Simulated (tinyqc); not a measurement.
Band-to-band tunnelling in a uniform field: complex band structure along [001] in sp3s* tight binding.

For k = (0, 0, kz) the phase sums are g0 = cos(phi) and g3 = i sin(phi), phi = kz a/4, and the s, pz, s* orbitals of anion (a) and cation (c) decouple from px, py. With z = exp(i phi), H(z) = H0 + z T + T^T/z for any complex z. H0 is diagonal (Esa, Epa, Exa, Esc, Epc, Exc). The anion-cation block is B(z) = z U + W/z and the cation-anion block z W^T + U^T/z, where U has Vss/2 (s,s), Vsapc/2 (s,z), -Vscpa/2 (z,s), Vxx/2 (z,z), Vxapc/2 (s*,z), -Vpaxc/2 (z,s*), and W has the same values with the s-z and s*-z signs reversed. |z| = 1 is a band state, |z| < 1 decays along [001] as exp(-kappa d) over a distance d, kappa = -(4/a) ln|z|. No spin-orbit coupling.

Constants: hbar^2/2m0 = 3.80998211 eV angstrom^2.

Inputs chosen for the exercise (out of a larger set: near a published set for GaAs, fitted to gaps, whose masses and valley positions are rough (light masses up to twice too heavy); not measured data): p = (-8.326, 1.042, -2.666, 3.682, 8.621, 6.72, -6.471, 1.948, 5.095, 4.496, 5.785, 4.848, 4.807) eV (order Esa, Epa, Esc, Epc, Exa, Exc, Vss, Vxx, Vxy, Vsapc, Vscpa, Vxapc, Vpaxc); a = 5.652 angstrom (lattice constant).

Ev = 0.00889 eV
EG (direct gap) = 1.55788 eV

masses of this model, from the curvature at Gamma (m0): m_lh 0.08950, m_e 0.11957

WKB at zero transverse momentum: T = exp(-2 I/(eF)), I = integral of kappa dE across the direct gap (8 Gauss-Legendre points in theta, E = EG sin^2 theta, 0 to pi/2); 1 MV/cm = 0.01 V/angstrom. The two-band form gives I = (pi/8) sqrt(m/c) EG^(3/2) with m = 2 m_lh m_e/(m_lh + m_e).

Tunnelling:
```
F (MV/cm)  path EG/eF (angstrom)  exponent 2I/eF  T, tight binding  T, two-band
0.50                       311.6          49.720          2.55e-22     1.80e-22
0.75                       207.7          33.146          4.02e-15     3.19e-15
1.00                       155.8          24.860          1.60e-11     1.34e-11
1.50                       103.9          16.573          6.34e-08     5.65e-08
2.00                        77.9          12.430          4.00e-06     3.67e-06
3.00                        51.9           8.287          0.000252     0.000238
4.00                        38.9           6.215           0.00200      0.00191
```

I, tight binding = 0.124299 eV/angstrom
I, two-band = 0.125166 eV/angstrom

The two-band integral is +0.70 % from the tight-binding one, which makes the two-band T 0.7069 times the other at 0.5 MV/cm and 0.9576 times at 4 MV/cm. Doubling the field from 1 to 2 MV/cm halves the exponent and raises T by a factor 2.5e+05.

tinyqc: `OMP_NUM_THREADS=1 python tinyqc.py 1451377 1451378 out.jsonl`; about 0.01 s, one thread, shared Intel(R) Xeon(R) Processor @ 2.30GHz.
